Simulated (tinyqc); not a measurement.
# Double-gate transistor below threshold, two-dimensional Poisson equation on a small mesh: effect of the acceptor density of the depleted body

Half of a symmetric double-gate structure: row 0 is the mid-plane of the body, where the normal field vanishes. Mobile charge is neglected (subthreshold), the body is fully depleted, and potentials are counted from the intrinsic level; rows run upward to the gate, columns from source to drain.

Mesh: rows i = 0..12 in the semiconductor (step hs = tb/12, row 12 on the interface), then 8 step(s) ho = tox/8 up to the gate row 20; columns j = 0..80 (step hy = L/80). Box integration, divided by eps0: up_i = eps hy/h of the interval above row i, dn_i = that of the interval below (0 for row 0), lat_i = (sum of eps h/2 over the intervals above and below)/hy, s_i = -q Na w_i hy/eps0 with w_i the semiconductor height of the box (hs/2 for row 0 and the interface row, hs between, 0 in the insulator). Each free node obeys (up + dn + 2 lat) psi = up psi(above) + dn psi(below) + lat [psi(left) + psi(right)] + s. Fixed values: gate row Vg - Vfb; column 0 at Vbi and the last column at Vbi + Vd in the semiconductor, each running linearly to Vg - Vfb across the insulator. The system is solved directly. On row 0 the minimum of psi and its place come from a parabola through the three lowest nodes; barrier = Vbi - minimum, swing = Vt ln 10/(d psi/dVg), DIBL = (d psi/dVd)/(d psi/dVg) there. Lambda = pi/k with k the smallest positive root of tan(k tox) tan(k tb) = eox/eps_r.

Values chosen for this exercise; semiconductor permittivity made up: temperature T = 300 K; relative permittivity of the semiconductor eps_r = 9.4; relative permittivity of the insulator eox = 25; half the body thickness tb = 3 nm; insulator thickness tox = 7.6 nm; channel length L = 38 nm; potential of the source Vbi = 0.59 V; gate offset Vfb = 0.1 V; gate voltage Vg = 0 V; drain voltage Vd = 0.7 V.

Constants: q = 1.602176634e-19 C, kB = 1.380649e-23 J/K, Vt = kB T/q, eps0 = 8.8541878128e-14 F/cm where lengths are in cm. Results are converted to the units shown.

Effect of the acceptor density of the depleted body:
```
Na (cm^-3)  L/Lambda  barrier (V)  place y/L  swing (mV/decade)  DIBL (mV/V)
0              2.152       0.6218     0.4481              64.28        26.46
5e17           2.152       0.6337     0.4486              64.28        26.55
1e18           2.152       0.6456     0.4490              64.27        26.63
2e18           2.152       0.6694     0.4500              64.26        26.80
3e18           2.152       0.6932     0.4509              64.25        26.96
5e18           2.152       0.7409     0.4526              64.23        27.27
```

As Na goes from 0 to 5e18 cm^-3, the barrier rises from 0.622 to 0.741 V, the swing stays near 64.3 mV a decade and DIBL rises from 26.5 to 27.3 mV/V; the ideal swing is 59.5. The barrier top moves from y/L = 0.448 to 0.453.

tinyqc, about 0.09 s, one thread, Intel Xeon 2.30GHz (shared host): `OMP_NUM_THREADS=1 python tinyqc.py 2480086 2480087 out.jsonl`
